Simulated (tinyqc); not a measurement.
Conductance of a narrow metal strip with scatterers (square lattice, Green functions): one step. The scatterer in the mode basis. Three cases, with inputs chosen for the exercise.

Problem. Form V_nm.

A strip of W sites across with hard walls, site energy 0 and hopping -t. Mode n = 1 to W has profile chi_n(j) = sqrt(2/(W + 1)) sin(n j pi/(W + 1)) and energy en = -2t cos(n pi/(W + 1)); E = en - 2t cos(kn a). With z_n = exp(i kn a) (Im k > 0 for closed modes, |z| < 1) each lead gives the self-energy -t z_n in mode n. One column carries the site energies v, here one foreign atom. In the mode basis V_nm = sum_j chi_n(j) v_j chi_m(j), G = (E - en + 2 t z_n - V)^-1, and t_nm = 2t sqrt(sin(kn a) sin(km a)) G_nm in size for open modes. T = sum |t_nm|^2, conductance (2e^2/h) T.

Case 1.

Values chosen (out of a larger set: hopping and spacing of the size met in Cu or Al; the lattice is a model; not measured data): W = 4 (sites across); v = (0, 0, -5.2, 0) eV (site energies in the scattering column).

Case 2.

Values chosen (out of a larger set: hopping and spacing of the size met in Cu or Al; the lattice is a model; not measured data): W = 4 (sites across); v = (0, -4.8, 0, 0) eV (site energies in the scattering column).

Case 3.

Values chosen (out of a larger set: hopping and spacing of the size met in Cu or Al; the lattice is a model; not measured data): W = 3 (sites across); v = (0, 4.1, 0) eV (site energies in the scattering column).

Give: V.

Solution.

Case 1.

V (eV), rows n=1, n=2, n=3, n=4 and columns alike:
$$\begin{pmatrix}
-1.8814 & 1.1628 & 1.1628 & -1.8814 \\
1.1628 & -0.7186 & -0.7186 & 1.1628 \\
1.1628 & -0.7186 & -0.7186 & 1.1628 \\
-1.8814 & 1.1628 & 1.1628 & -1.8814
\end{pmatrix}$$

Case 2.

V (eV), rows n=1, n=2, n=3, n=4 and columns alike:
$$\begin{pmatrix}
-1.7367 & -1.0733 & 1.0733 & 1.7367 \\
-1.0733 & -0.6633 & 0.6633 & 1.0733 \\
1.0733 & 0.6633 & -0.6633 & -1.0733 \\
1.7367 & 1.0733 & -1.0733 & -1.7367
\end{pmatrix}$$

Case 3.

V (eV), rows n=1, n=2, n=3 and columns alike:
$$\begin{pmatrix}
2.0500 & 0 & -2.0500 \\
0 & 0 & 0 \\
-2.0500 & 0 & 2.0500
\end{pmatrix}$$

A single site couples every mode that has amplitude on it.

Computed by tinyqc, one run a case: `OMP_NUM_THREADS=1 python tinyqc.py N N+1 out.jsonl` with N = 1451790, 1452292, 1452575; one thread of a shared Intel(R) Xeon(R) Processor @ 2.30GHz, about 0.01 s a run at most.
